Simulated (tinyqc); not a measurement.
Heat flow across a film from the phonon Boltzmann equation in the relaxation-time approximation. Changing the film thickness L. Computed by tinyqc, a small Python program. Command: `OMP_NUM_THREADS=1 python tinyqc.py 3029893 3029894 out.jsonl slabbte sweep`. One thread of a shared host (Intel(R) Xeon(R) Processor @ 2.30GHz), about 0.05 s of CPU time with the checks.

Two black walls, hot at x = 0 and cold at x = L, emit phonons isotropically. For one free path Lambda, with tau = x/Lambda, tau_L = L/Lambda and phi = (T - T_cold)/Delta T, energy balance gives phi(tau) = (1/2) [E2(tau) + int_0^tau_L phi(s) E1(|tau - s|) ds]; E_n are the exponential integrals. The flux over the ballistic flux C v Delta T/4 is psi = 1 - 2 int_0^tau_L phi(s) E2(s) ds, and kappa_eff/kappa = (3/4) tau_L psi. kappa = C v Lambda/3 is an input, so at fixed kappa a longer free path means a smaller C v.

Inputs (values chosen for the exercise, modelled on gallium nitride):

| quantity | value | unit |
|---|---|---|
| bulk conductivity kappa | 184 | W/(m K) |
| wall temperature difference Delta T | 11 | K |
| free path Lambda_1 | 140 | nm |
| cells n in the small system | 6 | - |

Free-path groups: one.

Method:
- Cut the film into n equal cells with constant phi, collocated at the centres c_i: the kernel integrates to A_ij = |E2(|c_i - e_j|) - E2(|c_i - e_(j+1)|)|/2 for cell edges e_j, and A_ii = 1 - E2(half a cell); solve (1 - A) phi = E2(c)/2; psi = 1 - 2 sum_j phi_j [E3(e_j) - E3(e_(j+1))].
- Use 150 and 300 cells and extrapolate psi = (4 psi(300) - psi(150))/3. The jump at the hot wall is 1 - phi there (linear extrapolation from the first two of 300 cells). Two-flux (diffusion with slip) formula: psi = 1/(1 + 3 tau_L/4).
- Each group is solved on its own with 150 and 300 cells, psi = (4 psi(300) - psi(150))/3, and weighted by its share of kappa.
- Flux J = kappa_eff Delta T/L; apparent boundary resistance per wall (L/kappa_eff - L/kappa)/2.

One run for each value:

| film thickness L (nm) | kappa_eff (W/(m K)) | flux J (GW/m^2) | jump at the wall / Delta T for Lambda_1 | apparent resistance per wall (m^2 K/GW) |
|---|---|---|---|---|
| 2.8 | 2.71 | 10.636 | 0.47818 | 0.50948 |
| 5.8 | 5.50 | 10.431 | 0.46209 | 0.51150 |
| 12 | 10.96 | 10.045 | 0.43616 | 0.51494 |
| 25 | 21.25 | 9.351 | 0.39627 | 0.52026 |
| 53 | 39.47 | 8.192 | 0.33848 | 0.52737 |
| 110 | 66.01 | 6.601 | 0.26756 | 0.53429 |
| 230 | 98.81 | 4.725 | 0.18973 | 0.53890 |
| 480 | 130.10 | 2.981 | 0.11964 | 0.54040 |
| 1000 | 153.47 | 1.688 | 0.06805 | 0.54050 |
| 2100 | 168.09 | 0.880 | 0.03584 | 0.54002 |

Over the rows, kappa_eff (W/(m K)) rises from 2.71 to 168 (exponent d ln y / d ln x 0.97 between the first rows and 0.12 between the last); flux J (GW/m^2) falls from 10.6 to 0.880 (exponent d ln y / d ln x -0.027 between the first rows and -0.88 between the last); jump at the wall / Delta T for Lambda_1 falls from 0.478 to 0.0358 (exponent d ln y / d ln x -0.047 between the first rows and -0.86 between the last). At the low end the exponent of kappa_eff is 0.97, close to 1: the ballistic limit. At the low end the exponent of flux J is -0.03, close to 0: the ballistic flux does not depend on L. In thin films phonons cross without scattering: the flux is bounded by what the walls emit, and Delta T drops in two jumps of one half each. In thick films the jumps shrink as Lambda/L and the apparent wall resistance tends to a constant.

Caution (rows 2.80, 5.80): below about 10 nm the film nears the phonon wavelength, and a particle picture fails.

Extremes, crossings and ranges named in words are read from the listed rows.
